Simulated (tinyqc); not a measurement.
Voltage: WKB tunnelling through a gate dielectric with a two-band (Franz) dispersion.

At depth x the conduction edge lies u(x) = phi - V x/t above the electron. Parabolic: kappa = sqrt(m u/c). Franz: kappa = sqrt(m u (1 - u/Eg)/c), which vanishes at both band edges. c = hbar^2/2m0. T = exp(-2 integral of kappa dx) over the region u > 0; no image force, no prefactor, zero transverse momentum. The region ends at x_e = min(t, phi t/V); x_e < t is the Fowler-Nordheim regime.

Constants: hbar^2/2m0 = 3.80998211 eV angstrom^2.

Values chosen for the exercise (of the size used for HfO2 on silicon; the results hold for these values, not for the real material):

| symbol | value | unit | meaning |
|---|---|---|---|
| Eg | 5.85 | eV | gap of the dielectric |
| phi | 1.44 | eV | barrier above the electron energy at the emitter |
| m | 0.22 | m0 | mass at the conduction edge |
| t | 32 | angstrom | thickness |

The same layer at other voltages.

Exponents 2 I and transmission:

| V (V) | shape | x_e (angstrom) | 2 I parabolic | 2 I Franz | T Franz |
|---|---|---|---|---|---|
| 0.25 | trapezoid | 32.00 | 17.629 | 15.518 | 1.82e-07 |
| 0.50 | trapezoid | 32.00 | 16.745 | 14.930 | 3.28e-07 |
| 1.00 | trapezoid | 32.00 | 14.724 | 13.421 | 1.48e-06 |
| 2.00 | triangle | 23.04 | 8.858 | 8.172 | 0.000282 |
| 3.00 | triangle | 15.36 | 5.906 | 5.448 | 0.00430 |
| 4.00 | triangle | 11.52 | 4.429 | 4.086 | 0.0168 |
| 5.00 | triangle | 9.22 | 3.543 | 3.269 | 0.0380 |
| 6.00 | triangle | 7.68 | 2.953 | 2.724 | 0.0656 |

Give the missing row, V (V) = 1.50.

Computed row:
```
V (V)     shape  x_e (angstrom)  2 I parabolic  2 I Franz   T Franz
1.50   triangle           30.72         11.811     10.896  1.85e-05
```

While the barrier is a trapezoid T rises by a factor 8.14 from 0.25 to 1 V. Beyond V = phi = 1.44 V the path shortens and the exponent falls as 1/V: from 4 to 6 V it goes from 4.09 to 2.72, the ratio 0.667 = 4/6. The last row means 18.8 MV/cm; rows above about 7 MV/cm are past breakdown.

(tinyqc, `OMP_NUM_THREADS=1 python tinyqc.py 1451958 1451959 out.jsonl`, Intel(R) Xeon(R) Processor @ 2.30GHz, 1 thread, shared host, about 0.01 s.)
